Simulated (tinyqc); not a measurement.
From results back to parameters: dielectric confinement in a thin film (image charges). Three cases, with inputs chosen for the exercise.

Problem. The self-energy at the centre was computed from a hidden eh.

A film |z| < t/2 of dielectric constant eps between half-spaces of dielectric constant e2; lam = (eps - e2)/(eps + e2), q = e^2/(4 pi eps0). The self-energy of a band edge is taken with the high-frequency value, e2 = eh, and the field of a fixed ion with the static one, e2 = eo. A charge at z has images lam^|n| at n t + (-1)^n z. Its self-energy is S(z) = (q/2 eps) sum over n >= 1 of lam^n [1/(n t - 2z) + 1/(n t + 2z)] for odd n and 2 lam^n/(n t) for even n; at the centre S(0) = -(q/(eps t)) ln(1 - lam).

Constants: e^2/(4 pi eps0) = 14.39964547 eV angstrom.

Case 1.

Values chosen: t = 78 angstrom (film thickness); eps = 11.9 (dielectric constant of the film).
S(0) = 19.3235 meV

Case 2.

Values chosen: t = 28 angstrom (film thickness); eps = 11.9 (dielectric constant of the film).
S(0) = 52.0312 meV

Case 3.

Values chosen: t = 56 angstrom (film thickness); eps = 16.3 (dielectric constant of the film).
S(0) = 23.9879 meV

Find: lam; eh.

Solution. lam = 1 - exp(-S(0) eps t/q), and eh = eps (1 - lam)/(1 + lam).

Case 1.

lam = 0.7122
eh = 2.0

Case 2.

lam = 0.7000
eh = 2.1

Case 3.

lam = 0.7814
eh = 2.0

Computed by tinyqc, one run a case: `OMP_NUM_THREADS=1 python tinyqc.py N N+1 out.jsonl` with N = 1251111, 1251125, 1251155; one thread of a shared Intel(R) Xeon(R) Processor @ 2.30GHz, about 0.06 s a run at most.
